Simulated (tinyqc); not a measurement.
# p-n diode, drift-diffusion by the Gummel loop with Scharfetter-Gummel fluxes: what changes with what

Abrupt junction at x = 0, p side from -Lp, n side to Ln, ohmic contacts. psi is counted from the intrinsic level; n = ni exp((psi - phin)/Vt), p = ni exp((phip - psi)/Vt). Contacts: p side psi = V - Vt ln(Na/ni), p = Na, n = ni^2/Na; n side psi = Vt ln(Nd/ni), n = Nd, p = ni^2/Nd. Constant mobilities, D = mu Vt, Boltzmann statistics, SRH recombination through a mid-gap level, U = (n p - ni^2)/(tp (n + ni) + tn (p + ni)). Current is positive from the p contact to the n contact.

Inputs (values chosen for the exercise); band and dielectric values close to those of silicon:
- T = 350 K (temperature)
- Eg = 1.1 eV (band gap)
- eps_r = 11.5 (relative permittivity)
- Nc = 3.5e19 cm^-3 (conduction-band density of states at T)
- Nv = 3.38e19 cm^-3 (valence-band density of states at T)
- Na = 3e15 cm^-3 (acceptor density of the p side)
- Nd = 1.2e17 cm^-3 (donor density of the n side)
- mun = 1100 cm^2/(V s) (electron mobility)
- mup = 410 cm^2/(V s) (hole mobility)
- tn = 3e-7 s (SRH lifetime of electrons)
- tp = 2e-10 s (SRH lifetime of holes)
- Lp = 2 um (length of the p side)
- Ln = 6.7 um (length of the n side)
- G = 0 cm^-3 s^-1 (uniform generation rate)

Constants: q = 1.602176634e-19 C, kB = 1.380649e-23 J/K, Vt = kB T/q, eps0 = 8.8541878128e-14 F/cm where lengths are in cm. Results are converted to the units shown.

Each table varies one quantity; the others keep the values above.

## Current against voltage in the dark

ni = sqrt(Nc Nv) exp(-Eg/(2 Vt)), Eg in volts. Poisson and both continuity equations are solved self-consistently with Scharfetter-Gummel fluxes on a graded mesh of 500 nodes. J_scr is q times the integral of U between -xp and xn. Ideal diffusion current J_id = q ni^2 [Dn coth(wp/Le)/(Le Na) + Dp coth(wn/Lh)/(Lh Nd)] (exp(V/Vt) - 1), Le = sqrt(Dn tn), Lh = sqrt(Dp tp), wp = Lp - xp, wn = Ln - xn, with xp and xn from the depletion approximation (W = sqrt(2 eps0 eps_r (Vbi - V)(1/Na + 1/Nd)/q), xp = W Nd/(Na + Nd), xn = W Na/(Na + Nd), Vbi = Vt ln(Na Nd/ni^2)). Ideality factor = 0.004 V/(Vt ln[J(V + 0.004 V)/J(V)]). Here G = 0.

In this table G = 0 cm^-3 s^-1.

Current against voltage in the dark:

| V (V) | J (A/cm^2) | ideality factor | J_scr/J (%) | J_id (A/cm^2) | share recombining at the contacts (%) | larger minority/doping at -xp and xn |
|---|---|---|---|---|---|---|
| 0.13 | 2.44e-4 | 1.10 | 40.0 | 1.49e-4 | 58.2 | 2.05e-6 |
| 0.18 | 0.00109 | 1.11 | 30.1 | 7.81e-4 | 67.8 | 1.06e-5 |
| 0.23 | 0.00492 | 1.09 | 19.7 | 0.00404 | 77.8 | 5.49e-5 |
| 0.27 | 0.0168 | 1.07 | 12.7 | 0.0151 | 84.6 | 2.04e-4 |
| 0.32 | 0.0809 | 1.04 | 6.54 | 0.0777 | 90.5 | 0.00104 |
| 0.37 | 0.399 | 1.03 | 3.04 | 0.401 | 93.8 | 0.00523 |
| 0.42 | 1.98 | 1.04 | 1.28 | 2.07 | 95.4 | 0.0253 |
| 0.46 | 7.00 | 1.08 | 0.595 | 7.66 | 96.0 | 0.0838 |
| 0.51 | 30.6 | 1.21 | 0.212 | 39.3 | 96.2 | 0.316 |

J rises from 2.44e-4 to 30.6 A/cm^2; the ideality factor moves up and down between 1.03 and 1.21. Recombination in the depleted layer stays under half of the current. Where the factor is lowest (V = 0.37 V), J is 0.40 % below the ideal diffusion current. From V = 0.51 V on the minority density at an edge of the layer exceeds a tenth of the doping, and in the last row J is 22 % below the ideal value.

## Effect of the SRH lifetime of electrons at fixed bias

Same model as above.

In this table V = 0.32 V.

Effect of the SRH lifetime of electrons at fixed bias:

| tn (s) | J (A/cm^2) | ideality factor | J_scr/J (%) | J_id (A/cm^2) | share recombining at the contacts (%) | larger minority/doping at -xp and xn |
|---|---|---|---|---|---|---|
| 1e-11 | 2.39 | 1.61 | 83.5 | 0.678 | 0.00408 | 5.40e-4 |
| 1e-10 | 0.780 | 1.45 | 74.9 | 0.217 | 2.81 | 9.05e-4 |
| 1e-9 | 0.245 | 1.36 | 61.9 | 0.0968 | 25.8 | 0.00102 |
| 1e-8 | 0.117 | 1.19 | 33.8 | 0.0797 | 61.6 | 0.00104 |
| 1e-7 | 0.0860 | 1.07 | 11.9 | 0.0779 | 85.0 | 0.00104 |
| 1e-6 | 0.0780 | 1.03 | 3.18 | 0.0777 | 93.8 | 0.00104 |
| 1e-5 | 0.0758 | 1.02 | 0.646 | 0.0777 | 96.5 | 0.00104 |

What does the comparison show?

As tn rises from 1e-11 to 1e-5, J falls from 2.39 to 0.0758 A/cm^2, the share of the depleted layer falls from 83.5 to 0.646 % and the share lost at the contacts rises from 0.00408 to 96.5 %. The exponent d ln J/d ln tn is -0.49 between the first two rows and -0.01 between the last two. J less J_scr is 3.0 % below J_id in the last row.

Computed by the program tinyqc: `OMP_NUM_THREADS=1 python tinyqc.py 2240163 2240164 out.jsonl`, one thread of a shared Intel Xeon 2.30GHz, about 0.2 s for the whole run.
